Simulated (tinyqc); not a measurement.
Zigzag graphene nanoribbon in tight binding: one step. Levels and where the middle pair lives. Five cases, with inputs chosen for the exercise.

Question. Diagonalise H; average the weights of the two middle levels.

Give: levels; weights.

Case 1.

H(k) (eV):
```
,A1,B1,A2,B2,A3,B3,A4,B4
A1,0.350000,-2.111028,0,0,0,0,0,0
B1,-2.111028,-0.350000,-2.840000,0,0,0,0,0
A2,0,-2.840000,0.350000,-2.111028,0,0,0,0
B2,0,0,-2.111028,-0.350000,-2.840000,0,0,0
A3,0,0,0,-2.840000,0.350000,-2.111028,0,0
B3,0,0,0,0,-2.111028,-0.350000,-2.840000,0
A4,0,0,0,0,0,-2.840000,0.350000,-2.111028
B4,0,0,0,0,0,0,-2.111028,-0.350000
```

Answer.

levels (eV): -4.6622  -3.7940  -2.4585  -0.5817  0.5817  2.4585  3.7940  4.6622

weights: A1 0.285, B1 0.014, A2 0.143, B2 0.058, A3 0.058, B3 0.143, A4 0.014, B4 0.285

The two edge sites hold 57.0 % of the middle pair, against 25.0 % for an even spread.

Case 2.

H(k) (eV):
```
,A1,B1,A2,B2,A3,B3
A1,0,-1.816257,0,0,0,0
B1,-1.816257,0,-2.880000,0,0,0
A2,0,-2.880000,0,-1.816257,0,0
B2,0,0,-1.816257,0,-2.880000,0
A3,0,0,0,-2.880000,0,-1.816257
B3,0,0,0,0,-1.816257,0
```

Answer.

levels (eV): -4.2247  -2.8978  -0.4894  0.4894  2.8978  4.2247

weights: A1 0.353, B1 0.026, A2 0.121, B2 0.121, A3 0.026, B3 0.353

The two edge sites hold 70.7 % of the middle pair, against 33.3 % for an even spread.

Case 3.

H(k) (eV):
```
,A1,B1,A2,B2,A3,B3,A4,B4
A1,0,-1.776077,0,0,0,0,0,0
B1,-1.776077,0,-2.620000,0,0,0,0,0
A2,0,-2.620000,0,-1.776077,0,0,0,0
B2,0,0,-1.776077,0,-2.620000,0,0,0
A3,0,0,0,-2.620000,0,-1.776077,0,0
B3,0,0,0,0,-1.776077,0,-2.620000,0
A4,0,0,0,0,0,-2.620000,0,-1.776077
B4,0,0,0,0,0,0,-1.776077,0
```

Answer.

levels (eV): -4.1294  -3.3610  -2.1804  -0.3288  0.3288  2.1804  3.3610  4.1294

weights: A1 0.309, B1 0.011, A2 0.132, B2 0.048, A3 0.048, B3 0.132, A4 0.011, B4 0.309

The two edge sites hold 61.8 % of the middle pair, against 25.0 % for an even spread.

Case 4.

H(k) (eV):
```
,A1,B1,A2,B2,A3,B3,A4,B4,A5,B5
A1,0,-3.663797,0,0,0,0,0,0,0,0
B1,-3.663797,0,-2.760000,0,0,0,0,0,0,0
A2,0,-2.760000,0,-3.663797,0,0,0,0,0,0
B2,0,0,-3.663797,0,-2.760000,0,0,0,0,0
A3,0,0,0,-2.760000,0,-3.663797,0,0,0,0
B3,0,0,0,0,-3.663797,0,-2.760000,0,0,0
A4,0,0,0,0,0,-2.760000,0,-3.663797,0,0
B4,0,0,0,0,0,0,-3.663797,0,-2.760000,0
A5,0,0,0,0,0,0,0,-2.760000,0,-3.663797
B5,0,0,0,0,0,0,0,0,-3.663797,0
```

Answer.

levels (eV): -6.1754  -5.4532  -4.3282  -2.9316  -1.5450  1.5450  2.9316  4.3282  5.4532  6.1754

weights: A1 0.125, B1 0.022, A2 0.149, B2 0.076, A3 0.128, B3 0.128, A4 0.076, B4 0.149, A5 0.022, B5 0.125

The two edge sites hold 25.0 % of the middle pair, against 20.0 % for an even spread.

Case 5.

H(k) (eV):
```
,A1,B1,A2,B2,A3,B3,A4,B4,A5,B5
A1,0,-2.010235,0,0,0,0,0,0,0,0
B1,-2.010235,0,-2.810000,0,0,0,0,0,0,0
A2,0,-2.810000,0,-2.010235,0,0,0,0,0,0
B2,0,0,-2.010235,0,-2.810000,0,0,0,0,0
A3,0,0,0,-2.810000,0,-2.010235,0,0,0,0
B3,0,0,0,0,-2.010235,0,-2.810000,0,0,0
A4,0,0,0,0,0,-2.810000,0,-2.010235,0,0
B4,0,0,0,0,0,0,-2.010235,0,-2.810000,0
A5,0,0,0,0,0,0,0,-2.810000,0,-2.010235
B5,0,0,0,0,0,0,0,0,-2.010235,0
```

Answer.

levels (eV): -4.6245  -4.0530  -3.1515  -1.9918  -0.2790  0.2790  1.9918  3.1515  4.0530  4.6245

weights: A1 0.275, B1 0.005, A2 0.135, B2 0.023, A3 0.061, B3 0.061, A4 0.023, B4 0.135, A5 0.005, B5 0.275

The two edge sites hold 54.9 % of the middle pair, against 20.0 % for an even spread.

Computed by tinyqc, one run a case: `OMP_NUM_THREADS=1 python tinyqc.py N N+1 out.jsonl` with N = 1480629, 1480801, 1481753, 1482137, 1482151; one thread of a shared Intel(R) Xeon(R) Processor @ 2.30GHz, about 0.01 s a run at most.
